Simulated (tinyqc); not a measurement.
How many bands a k.p model needs: band 5 from Gamma to K: k.p theory built from an empirical-pseudopotential calculation at Gamma.

Empirical pseudopotential on the fcc lattice, atoms at +/- tau, tau = a (1,1,1)/8, no spin-orbit coupling. H(G,G') = c (2 pi/a)^2 |k + G|^2 delta + VS(q) cos(q.tau) + i VA(q) sin(q.tau), q = G - G', c = hbar^2/2m0; k and G in units of 2 pi/a; VS at |q|^2 = 3, 8, 11 and VA at 3, 4, 11, in rydberg, zero elsewhere. The basis is fixed: all 89 G with |G|^2 up to Gcut. Energies are counted from the fourth level at Gamma.

k.p in the lowest n states at Gamma: H_nm = (E_n + c k^2) delta + 2 c k.<n|G|m>, k in 1/angstrom; with all states of the basis it is exact.

Constants: hbar^2/2m0 = 3.80998211 eV angstrom^2; Ry = 13.60569312 eV.

Parameters, chosen for this exercise (near those of Ge; shifted at random, so the results belong to these values and not to a real crystal): a = 5.668 angstrom (lattice constant); VS = (-0.228, 0.01, 0.059) Ry (symmetric form factors); VA = (0, 0, 0) Ry (antisymmetric form factors); Gcut = 19 (2 pi/a)^2 (largest |G|^2 of the fixed basis).

Band 5 (counted from below) at k = f (0.75, 0.75, 0) 2 pi/a; n ends on whole multiplets.

Energies (eV):

| f | n = 8 | n = 15 | n = 27 | n = 89 (exact) |
|---|---|---|---|---|
| 0.000 | 1.198 | 1.198 | 1.198 | 1.198 |
| 0.125 | 1.924 | 1.907 | 1.906 | 1.906 |
| 0.250 | 2.596 | 2.484 | 2.479 | 2.478 |
| 0.375 | 3.142 | 2.790 | 2.781 | 2.778 |
| 0.500 | 3.770 | 2.907 | 2.895 | 2.888 |
| 0.625 | 4.534 | 2.751 | 2.740 | 2.725 |
| 0.750 | 5.453 | 2.391 | 2.381 | 2.351 |
| 1.000 | 7.771 | 1.640 | 1.627 | 1.557 |

Give the missing row, f = 0.875.

Computed row:
```
f      n = 8  n = 15  n = 27  n = 89 (exact)
0.875  6.531   1.986   1.975           1.928
```

With n = 8 the band stays within 0.05 eV of the exact one up to f = 0.125 (error at K: +6.213 eV). With n = 15 the band stays within 0.05 eV of the exact one up to f = 0.750 (error at K: +0.083 eV). With n = 27 the band stays within 0.05 eV of the exact one up to f = 0.875 (error at K: +0.070 eV). A smaller basis can only raise a level. The exact band has its minimum on these points at f = 0.000; n = 8 puts it at f = 0.000.

Computed by tinyqc, a small Python program: `OMP_NUM_THREADS=1 python tinyqc.py 1051153 1051154 out.jsonl` (the numbers bound the seed that draws the inputs); one thread of a shared host (Intel(R) Xeon(R) Processor @ 2.30GHz), about 0.5 s for the whole set of steps.
